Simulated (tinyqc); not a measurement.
Double-gate transistor below threshold, two-dimensional Poisson equation on a small mesh: refining the mesh.

Half of a symmetric double-gate structure: row 0 is the mid-plane of the body, where the normal field vanishes. Mobile charge is neglected (subthreshold), the body is fully depleted, and potentials are counted from the intrinsic level; rows run upward to the gate, columns from source to drain.

The mesh has 2 c steps in the semiconductor (rows from 0 up to the interface), c steps in the insulator and 8 c along the channel, each uniform. Box integration, divided by eps0: up_i = eps hy/h of the interval above row i, dn_i = that of the interval below (0 for row 0), lat_i = (sum of eps h/2 over the intervals above and below)/hy, s_i = -q Na w_i hy/eps0 with w_i the semiconductor height of the box (hs/2 for row 0 and the interface row, hs between, 0 in the insulator). Each free node obeys (up + dn + 2 lat) psi = up psi(above) + dn psi(below) + lat [psi(left) + psi(right)] + s. Fixed values: gate row Vg - Vfb; column 0 at Vbi and the last column at Vbi + Vd in the semiconductor, each running linearly to Vg - Vfb across the insulator. The system is solved directly; psi is read on row 0 at mid-channel.

Inputs (values chosen for the exercise); semiconductor permittivity close to that of silicon:
```
symbol,value,unit,meaning
eps_r,11.6,,relative permittivity of the semiconductor
eox,7.5,,relative permittivity of the insulator
tb,5,nm,half the body thickness
tox,2.8,nm,insulator thickness
L,44,nm,channel length
Na,1.1e18,cm^-3,acceptor density of the depleted body
Vbi,0.46,V,potential of the source
Vfb,0.08,V,gate offset
Vg,0.1,V,gate voltage
Vd,0.05,V,drain voltage
```

Constants: q = 1.602176634e-19 C, eps0 = 8.8541878128e-14 F/cm where lengths are in cm. Results are converted to the units shown.

Refining the mesh:
```
c	unknowns	psi at mid-channel (V)	d psi/dVg
1	21	-0.008585	0.9417
2	90	-0.01248	0.9493
3	207	-0.01320	0.9508
4	372	-0.01345	0.9512
6	846	-0.01363	0.9516
8	1512	-0.01369	0.9517
12	3420	-0.01374	0.9518
```

psi at mid-channel goes from -0.008585 V on the coarsest mesh to -0.01374 V on the finest, a difference of 5.1 mV. d psi/dVg changes by 0.0076 from c = 1 to 2, by 0.0019 from 2 to 4 and by 4.7e-4 from 4 to 8, a ratio of 4.0 between the last two, near the 4 of a second-order scheme.

Program tinyqc, `OMP_NUM_THREADS=1 python tinyqc.py 2480119 2480120 out.jsonl`; Intel Xeon 2.30GHz, shared host, one thread, about 0.1 s.
